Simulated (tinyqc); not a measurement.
Lossy on-chip transmission line with skin effect: two steps of the calculation.

A uniform line in a homogeneous dielectric: c = sqrt(er)/(c0 Z0), l = Z0 sqrt(er)/c0 (c0 = 299792458 m/s), g = w c td, w = 2 pi f. The resistance joins its limits as r = sqrt(r_dc^2 + r_hf^2), with r_dc = rho/(wd th), r_hf = kr rho/(2 delta (wd + th)), delta = sqrt(rho/(pi f mu0)), mu0 = 4 pi 1e-7 H/m; this is an interpolation, and internal inductance, up to 0.05 nH/mm at low frequency, is neglected.

Values chosen for this exercise:
- len = 3.2 mm (length)
- Rg = 100 ohm (source resistance)
- RL = 1e5 ohm (load resistance)
- CL = 300 fF (load capacitance)
- f = 1.9 GHz (frequency)

Problem 1. Propagation constant and impedance. gamma = sqrt((r + i w l)(g + i w c)) = alpha + i beta, Zc = sqrt((r + i w l)/(g + i w c)), roots with positive real part; loss 8.685889638 alpha in dB; phase velocity w/beta.

r = 1.7807760 ohm/mm
l = 0.30762134 nH/mm
c = 151.91177 pF/m
g = 0.018135306 S/m

Give: gamma len; Zc; loss; phase velocity over c0; r/(w l).

Solution 1.

gamma len = 0.06297+0.26802i
Zc = 46.287-10.387i ohm
loss = 0.17091 dB/mm
phase velocity over c0 = 0.47545
r/(w l) = 0.48491

Problem 2. Reflection, input impedance and transfer. ZL = 1/(1/RL + i w CL); reflection (ZL - Zc)/(ZL + Zc); Zin = Zc (ZL + Zc tanh(gamma len))/(Zc + ZL tanh(gamma len)); H = V_load/V_source = [Zin/(Zin + Rg)]/[cosh(gamma len) + (Zc/ZL) sinh(gamma len)].

gamma len = 0.06296636+0.26801596i
Zc = 46.287260-10.387227i ohm

Give: ZL; reflection at the load; Zin; H; |H|.

Solution 2.

ZL = 0.8-279.2i ohm
reflection at the load = 0.8795-0.3001i
Zin = 3.7-100.5i ohm
H = 0.5223-0.5419i
|H| = -2.468 dB

tinyqc, about 0.01 s, one thread, Intel Xeon 2.30GHz (shared host): `OMP_NUM_THREADS=1 python tinyqc.py 2810166 2810167 out.jsonl`
